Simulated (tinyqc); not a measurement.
Single-electron transistor, orthodox theory and master equation: linear conductance against temperature.

A metal island with n extra electrons joins the left lead (voltage V) and the right lead (0 V) by tunnel junctions and couples to a gate. Cs = CL + CR + Cg. Adding electron n + 1 costs mu(n) = [q (n + 1/2) - CL V - Cg Vg]/Cs (in volts); the Fermi levels are -V (left) and 0 (right). A jump that gains the energy W has the rate G(W) = (W/q)/(R [1 - exp(-W/Vt)]), W in volts, Vt = kB T/q. Sequential tunnelling only; I > 0 flows from left to right.

Onto the island: from the left W = -V - mu(n), from the right W = -mu(n); off the island (n + 1 to n): to the left W = mu(n) + V, to the right W = mu(n). Steady state: p(n + 1)/p(n) = (sum of on rates)/(sum of off rates), normalised. I = q sum_n [p(n + 1) (off to left) - p(n) (on from left)]. Enough charge states are kept that the digits shown do not change. The conductance is dI/dV at V = 0 times RL + RR, at Vg = q/(2 Cg) (peak) and Vg = 0 (valley).

Inputs (values chosen for the exercise):
```
symbol,value,unit,meaning
CL,2.2,aF,capacitance of the left junction
CR,2.3,aF,capacitance of the right junction
Cg,0.96,aF,gate capacitance
RL,240,kohm,resistance of the left junction
RR,4800,kohm,resistance of the right junction
```

Constants: q = 1.602176634e-19 C, kB = 1.380649e-23 J/K, Vt = kB T/q. Results are converted to the units shown.

Results:
```
T (K)  kB T/(q^2/Cs)    peak    valley
8.7          0.02555  0.5000  1.240e-7
12           0.03524  0.5000  1.954e-5
17           0.04992  0.5000  8.955e-4
24           0.07048  0.5000   0.01177
33           0.09691  0.5003   0.05895
46            0.1351  0.5042    0.1786
90            0.2643  0.5751    0.5203
130           0.3818  0.6595    0.6521
180           0.5286  0.7358    0.7353
```

Estimate the missing row, T = 64 K.

Computed row:
```
T (K)  kB T/(q^2/Cs)    peak  valley
64            0.1879  0.5236  0.3513
```

With this row back in the table: At low temperature the peak is 0.500, the limit 1/2 of a metal island with only two charge states in play; it rises from 0.500 to 0.736, and the valley rises from 1.24e-7 to 0.735. Among the rows the valley is within 10 % of the peak from kB T = 0.26 q^2/Cs on: the oscillation is washed out.

Range of the model: Cotunnelling, which dominates deep in the blockade, is left out.

Program tinyqc, `OMP_NUM_THREADS=1 python tinyqc.py 2780013 2780014 out.jsonl`; Intel Xeon 2.30GHz, shared host, one thread, about 0.01 s.
